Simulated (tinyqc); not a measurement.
# Gate-all-around wire, scale length and short-channel effects: two studies

A round wire of diameter ts in an insulator shell of thickness ti under a surrounding gate. Below threshold the potential that source and drain add obeys Laplace's equation and vanishes on the gate. Its lowest mode decays along the channel as exp(-k y); k is the smallest positive root of the matching condition at the interface, and the scale length is Lambda = pi/k.

Values chosen for this exercise; permittivities: semiconductor close to that of germanium, insulator close to that of aluminium oxide:

| symbol | value | unit | meaning |
|---|---|---|---|
| T | 300 | K | temperature |
| eps_r | 16 |  | relative permittivity of the semiconductor |
| ei | 9.3 |  | relative permittivity of the insulator |
| ti | 2.2 | nm | insulator thickness |
| ts | 10.1 | nm | wire diameter |
| L | 34 | nm | channel length |
| Vbi | 1.04 | V | potential of the source |
| sT | 0.4 | V | potential of the barrier top at threshold |
| Vds | 0.8 | V | drain voltage |

Constants: q = 1.602176634e-19 C, kB = 1.380649e-23 J/K, Vt = kB T/q. Results are converted to the units shown.

Each table varies one quantity; the others keep the values above.

## Effect of the wire diameter

k is the smallest positive root of f(k) = ei J0(u)[J1(u) Y0(v) - Y1(u) J0(v)] - eps_r J1(u)[J0(u) Y0(v) - Y0(u) J0(v)], u = k ts/2, v = u + k ti. Along the channel psi(y) = s + a exp(y/l) + b exp(-y/l) with psi(0) = Vbi, psi(L) = Vbi + Vds and l = 1/k = Lambda/pi; with A = Vbi - s, B = A + Vds, x = exp(-L/l): a = (B - A x) x/(1 - x^2), b = (A - B x)/(1 - x^2). The minimum is s + 2 sqrt(a b), at y = (l/2) ln(b/a). The long-channel potential follows the gate as s = sT + (Vg - VTL)/m, and the threshold VT is the gate voltage at which the minimum equals sT. Swing = m Vt ln 10/g at threshold, g = d(minimum)/ds = 1 - (b x + a)/((1 + x) sqrt(a b)). DIBL = [VT(0.05 V) - VT(Vds)]/(Vds - 0.05 V). sT and Vbi are held fixed; m = 1.

Effect of the wire diameter:
```
ts (nm)  Lambda (nm)  L/Lambda  VT - VTL at Vds (mV)  DIBL (mV/V)  swing (mV/decade)
4             6.3874    5.3230              -0.44899      0.18427             59.557
5             7.2164    4.7115               -1.1743      0.48200             59.605
6.3           8.2484    4.1220               -2.9701       1.2195             59.726
7.8           9.3911    3.6204               -6.5565       2.6940             59.966
9.8           10.859    3.1312               -14.261       5.8681             60.482
12            12.423    2.7369               -26.856       11.075             61.323
15            14.502    2.3445               -51.020       21.123             62.927
```

What does the table show?

As ts goes from 4 to 15 nm, Lambda rises from 6.39 to 14.5 nm, DIBL rises from 0.184 to 21.1 mV/V and the swing rises from 59.6 to 62.9 mV a decade. On average Lambda goes as ts^(0.62).

## A higher permittivity at fixed equivalent oxide thickness

Same model as above.

The equivalent oxide thickness 3.9 ti/ei is held at 0.92 nm, so ti = 0.92 ei/3.9 nm.

A higher permittivity at fixed equivalent oxide thickness:
```
ei   ti (nm)  Lambda (nm)  L/Lambda  DIBL (mV/V)  swing (mV/decade)
3.9   0.9200        11.08     3.068        6.492              60.58
5      1.179        11.05     3.077        6.397              60.57
7.5    1.769        11.03     3.082        6.345              60.56
10     2.359        11.09     3.067        6.507              60.59
15     3.538        11.42     2.976        7.524              60.75
20     4.718        12.07     2.818        9.710              61.10
25     5.897        13.00     2.616        13.48              61.71
35     8.256        15.49     2.195        27.17              63.88
```

Read the table: what changes, and by how much?

As ei goes from 3.9 to 35, Lambda goes from 11.1 through a minimum of 11.0 (at ei = 7.5 among the rows listed) to 15.5 nm, DIBL goes from 6.49 through a minimum of 6.34 (at ei = 7.5 among the rows listed) to 27.2 mV/V and the swing rises from 60.6 to 63.9 mV a decade.

Program tinyqc, `OMP_NUM_THREADS=1 python tinyqc.py 2420138 2420139 out.jsonl`; Intel Xeon 2.30GHz, shared host, one thread, about 0.01 s.
